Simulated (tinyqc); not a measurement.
Floating body of a partially depleted SOI transistor: body voltage and kink: two steps of the calculation.

Source at 0 V. Channel current Ic = 2 nf K Vt^2 [F(0) - F(Vd)](1 + la Vd), F(V) = ln^2(1 + exp((Vg - VT - nf V)/(2 nf Vt))), VT = VT0 - gb Vb. Saturation voltage Vs = 2 Vt sqrt(F(0)) + 3 Vt, excess Ve = (Vd - Vs + sqrt((Vd - Vs)^2 + 0.0004 V^2))/2, multiplication M1 = Ai Ve exp(-Bl/Ve). Each junction passes D(v) = J1 (exp(v/Vt) - 1) + J2 (exp(v/(2 Vt)) - 1). Bipolar current Ib = bb J1 (exp(Vb/Vt) - 1). The body settles where M1 (Ic + Ib) = D(Vb) + D(Vb - Vd) + Vb/Rb; drain current Id = (1 + M1)(Ic + Ib) - D(Vb - Vd).

Inputs (values chosen for the exercise); values of the order met in partially depleted silicon-on-insulator transistors:

| symbol | value | unit | meaning |
|---|---|---|---|
| T | 300 | K | temperature |
| VT0 | 0.51 | V | threshold at zero body voltage |
| gb | 0.27 |  | fall of the threshold per volt of body voltage |
| nf | 1.44 |  | slope factor |
| K | 210 | uA/(V^2 um) | gain factor per width |
| la | 0.04 | 1/V | channel-length modulation factor |
| Ai | 2.65 | 1/V | impact-ionisation prefactor |
| Bl | 8.9 | V | impact-ionisation voltage |
| J1 | 1.3e-13 | uA/um | diffusion saturation current of each junction |
| J2 | 3.5e-8 | uA/um | recombination saturation current of each junction |
| bb | 1 |  | gain of the lateral bipolar transistor on the diffusion current |
| Rb | 80000 | kohm um | resistance of a weak body tie to the source (1e9 stands for no tie, and the term is then dropped) |
| Vg | 0.88 | V | gate voltage |
| Vd | 1.7 | V | drain voltage |

Constants: q = 1.602176634e-19 C, kB = 1.380649e-23 J/K, Vt = kB T/q. Results are converted to the units shown.

Problem 1. New Vb. Current into the body I_in = M1 (Ic + Ib) - D(Vb - Vd), current out I_out = D(Vb) + Vb/Rb; f = ln(I_in/I_out), s = df/dVb by central differences over 1e-5 V, Vb(new) = Vb - f/s.

Vb at the start = 0.78 V

Find: Ic; Ve; M1; I_in; I_out; f; s; Vb after iteration 1.

Solution 1.

Ic = 26.254 uA/um
Ve = 1.2193 V
M1 = 0.0021845
I_in = 0.060956 uA/um
I_out = 1.7840 uA/um
f = -3.3764
s = -35.240 1/V
Vb after iteration 1 = 0.68419 V

Problem 2. Drain current with floating and with grounded body. Id and VT at the converged Vb, Id at Vb = 0, their ratio, and the bipolar share Ib/(Ic + Ib).

converged Vb = 0.67894092 V

Wanted: VT; Id, floating; Id, grounded; ratio; bipolar share.

Solution 2.

VT = 0.3267 V
Id, floating = 23.94 uA/um
Id, grounded = 10.75 uA/um
ratio = 2.227
bipolar share = 0.1386 %

The body rises to 0.679 V and lowers the threshold by 183 mV.

Range of the model: The multiplication law is an empirical form chosen for the exercise; self-heating and capacitive coupling to the body are left out, and the linear laws are rough once Vb passes about 0.7 V or M1 about 0.1.

Numbers from tinyqc (`OMP_NUM_THREADS=1 python tinyqc.py 2182266 2182267 out.jsonl`; about 0.2 s on one thread of a shared Intel Xeon 2.30GHz).
